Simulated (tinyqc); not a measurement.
Inside a calculation. Method: tight binding, kagome lattice. Computed by tinyqc, a small Python program that keeps every step. Settings: t1 = 1.95, t2 = 0.5, delta = 0.62, bands filled = 2. Command: `OMP_NUM_THREADS=1 python tinyqc.py 26040 26041 out.jsonl` (the two numbers bound the seeds that draw the settings). One thread of a shared host (Intel(R) Xeon(R) Processor @ 2.60GHz), about 0.01 s of CPU time with the checks.

## Bloch Hamiltonian at k

Parameters chosen for this model:
```
parameter     value                unit
t1         1.950000    eV, up triangles
t2         0.500000  eV, down triangles
delta      0.620000        eV on site C
```

k point k (fractions of the reciprocal vectors): 0.250000  -0.110000

H_AB = -t1 - t2 exp(-i k.a1), H_AC = -t1 - t2 exp(-i k.a2), H_BC = -t1 - t2 exp(i k.(a1 - a2)), H_CC = delta.

H(k) at k (eV):
```
                     A                    B                    C
A             0.000000  -1.950000+0.500000i  -2.335257-0.318712i
B  -1.950000-0.500000i             0.000000  -1.631288-0.385257i
C  -2.335257+0.318712i  -1.631288+0.385257i             0.620000
```

## Levels at k

Diagonalise the Hermitian matrix.

eigenvalues (eV): -3.843935  1.742449  2.721485

weights |c|^2 of the basis functions:
```
     band 1    band 2    band 3
A  0.391242  0.156092  0.452666
B  0.316386  0.658075  0.025539
C  0.292373  0.185833  0.521795
```

## Bloch Hamiltonian at K

k point K (fractions of the reciprocal vectors): 0.333333  0.666667

As before.

H(k) at K (eV):
```
                     A                    B                    C
A             0.000000  -1.700000+0.433013i  -1.700000-0.433013i
B  -1.700000-0.433013i             0.000000  -1.700000+0.433013i
C  -1.700000+0.433013i  -1.700000-0.433013i             0.620000
```

## Levels at K

As before.

eigenvalues (eV): -3.209734  1.135900  2.693833

weights |c|^2 of the basis functions:
```
     band 1    band 2    band 3
A  0.359190  0.368008  0.272802
B  0.359190  0.368008  0.272802
C  0.281620  0.263985  0.454395
```

## Bands along a path

The same steps at evenly spaced points between the labelled ones.

Bands along the path (eV):
```
k             band 1    band 2    band 3
G          -4.704621  2.450000  2.874621
G-K 0.25   -4.498352  2.371478  2.746875
G-K 0.50   -3.979671  1.958417  2.641254
G-K 0.75   -3.436076  1.408803  2.647273
K          -3.209734  1.135900  2.693833
K-M 0.25   -3.236762  1.131502  2.725260
K-M 0.50   -3.305979  1.169816  2.756163
K-M 0.75   -3.369474  1.210080  2.779394
M          -3.394415  1.226314  2.788100
M-K' 0.25  -3.369474  1.210080  2.779394
M-K' 0.50  -3.305979  1.169816  2.756163
M-K' 0.75  -3.236762  1.131502  2.725260
K'         -3.209734  1.135900  2.693833
```

With 2 band(s) filled, the highest filled level on these points lies at G and the lowest empty one at G-K 0.50: a gap of 0.1913 eV, indirect.
